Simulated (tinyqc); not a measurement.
# Field length and prefactor from two substrate currents

Inverse problem. For Em = (Vd - Vdsat)/l, Isub/Id = (Ai/Bi)(Vd - Vdsat) exp(-Bi l/(Vd - Vdsat)), and l = sqrt(3 tox xj). Find l, Ai and xj.

Parameters, values chosen for the exercise:

| symbol | value | unit | meaning |
|---|---|---|---|
| tox | 20 | nm | oxide thickness |
| Bi | 1.73 | MV/cm | ionisation field |

Isub/Id at Vd - Vdsat = 2.8 and 3.8 V: 8.13000981e-4  0.00977458750

Answer. ln[Isub/(Id (Vd - Vdsat))] is linear in 1/(Vd - Vdsat) with slope -Bi l.

l = 134 nm
Ai = 2.00e6 1/cm
xj = 300 nm

Computed by the program tinyqc: `OMP_NUM_THREADS=1 python tinyqc.py 2550106 2550107 out.jsonl`, one thread of a shared Intel Xeon 2.30GHz, about 0.01 s for the whole run.
